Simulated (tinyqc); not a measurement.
# From one set of inputs to another, one input at a time

Model: mobility of a non-polar semiconductor in the relaxation-time approximation. Computed by tinyqc, a small Python program. Command: `OMP_NUM_THREADS=1 python tinyqc.py 3003854 3003855 out.jsonl rta ladder`. One thread of a shared host (Intel(R) Xeon(R) Processor @ 2.30GHz), about 0.03 s of CPU time with the checks.

Each valley is treated as a sphere of mass m_d for states and rates, with one isotropic relaxation time; the conductivity mass m_c sets the current.

The inputs printed are set A. Inputs not listed in the table keep their values of set A, so the rows need not describe a real material.

Inputs (values chosen for the exercise, modelled on holes in germanium): longitudinal mass m_l = 0.303 m_0; transverse mass m_t = 0.303 m_0; equivalent valleys Z = 1; static permittivity eps_s = 16; density rho = 5323 kg/m^3; sound velocity v_l = 5210 m/s; acoustic deformation potential D_A = 4.9 eV; phonon energy hbar w = 35.3 meV; optical or intervalley deformation potential D_o = 8.6 1e8 eV/cm; final valleys Z_f = 1; carrier density n = 1.2e+18 1/cm^3; compensation ratio C = 0.23; temperature T = 200 K.

Band: parabolic. Impurity formula: Conwell-Weisskopf. Further scattering: none.

Constants: k_B = 8.617333262e-05 eV/K; m_0 = 9.1093837015e-31 kg; e = 1.602176634e-19 C; hbar = 1.054571817e-34 J s; eps_0 = 8.8541878128e-12 F/m; k_B = 1.380649e-23 J/K; hbar = 6.582119569e-16 eV s.

Method:
- m_d = (m_l m_t^2)^(1/3); 1/m_c = (1/m_l + 2/m_t)/3; Hall mass factor A = 3 K_m (K_m + 2)/(2 K_m + 1)^2, K_m = m_l/m_t; N_I = n (1 + C)/(1 - C).
- Parabolic band: E = hbar^2 k^2/(2 m), speed v = hbar k/m, states per spin, volume and energy g(E) = m k/(2 pi^2 hbar^2). Here m = m_d. Masses are multiplied by m_0 and all formulas are in SI units.
- The reduced Fermi level eta = E_F/(k_B T) solves n = 2 Z int g f dE with f = 1/(1 + exp(x - eta)) (Z = 1 unless valleys are given); screening length L_s = sqrt(eps_s eps_0 k_B T/(e^2 dn/deta)), dn/deta = 2 Z int g f (1 - f) dE.
- Integrals over x = E/(k_B T) use 160 Gauss-Legendre points in u = sqrt(x) from 0 to sqrt(max(eta, 0) + 32).
- Phonon occupation N_q = 1/(exp(hbar w/(k_B T)) - 1).
- Acoustic deformation potential (elastic, equipartition, absorption and emission together): 1/tau = 2 pi k_B T D_A^2 g(E)/(hbar rho v_l^2).
- Optical or intervalley deformation potential: 1/tau = (pi Z_f D_o^2/(rho w)) [N_q g(E + hbar w) + (N_q + 1) g(E - hbar w)], with g = 0 below the band edge.
- Each optical term is multiplied by (1 - f(E'))/(1 - f(E)), E' the final energy, for Pauli blocking.
- Singly charged impurities, momentum relaxation: 1/tau = N_I e^4 m (1 + 2 alpha E) Phi/(8 pi (eps_s eps_0)^2 hbar^3 k^3), with alpha = 0 for a parabolic band.
- Conwell-Weisskopf: Phi = ln(1 + y^2), y = 4 pi eps_s eps_0 E N_I^(-1/3)/e^2 (largest impact parameter N_I^(-1/3)/2).
- mu = (m_d/m_c) (2 Z e/(3 n k_B T)) int g v^2 tau f (1 - f) dE.
- Averages over x are split at the emission threshold x_0 = hbar w/(k_B T): 64 Gauss-Legendre points in sqrt(x) below it and 128 in sqrt(x - x_0) above it, up to x = max(eta, 0) + 32.
- Rates are added at each energy before the average. With <y> = int g v^2 y f (1 - f) dE: Hall factor r_H = A (3 n k_B T/(2 Z m_d)) <tau^2/(1 + 2 alpha E)>/<tau>^2 (alpha = 0 for a parabolic band); Hall mobility r_H mu; |S| = (k_B/e) (<x tau>/<tau> - eta); resistivity 1/(n e mu).

Each row keeps all changes above it; columns: (1) input moved; (2) from; (3) to; (4) drift mobility mu (cm^2/(V s)); (5) Seebeck coefficient |S| (microvolt/K); (6) ionised impurity mobility (cm^2/(V s)):
```
(1)                                          (2)      (3)   (4)    (5)   (6)
set A                                          -        -   601  305.2   803
transverse mass m_t (m_0)                  0.303    0.071  1784  214.6  1910
phonon energy hbar w (meV)                  35.3     37.2  1793  215.2  1910
longitudinal mass m_l (m_0)                0.303     0.27  1813  211.2  1924
static permittivity eps_s                     16     6.44   608  189.7   617
acoustic deformation potential D_A (eV)      4.9      7.6   604  189.1   617
compensation ratio C                        0.23        0   825  193.9   853
carrier density n (1/cm^3)               1.2e+18  2.2e+18   607  149.5   622
```

Which inputs carry the difference?

Drift mobility mu goes from 601 to 607, a factor 1.011 in all. The largest single move comes from static permittivity eps_s (a factor 0.335), but it runs against the net change; the largest move in the direction of the net change is transverse mass m_t (a factor 2.97). Seebeck coefficient |S| goes from 305 to 150, a factor 0.490 in all. The largest single move comes from transverse mass m_t (a factor 0.703). Ionised impurity mobility goes from 803 to 622, a factor 0.775 in all. The largest single move comes from static permittivity eps_s (a factor 0.321), and transverse mass m_t works against it (a factor 2.38). The single moves hold for this order of the switches; the total does not depend on the order.

Extremes, crossings and ranges named in words are read from the listed rows.
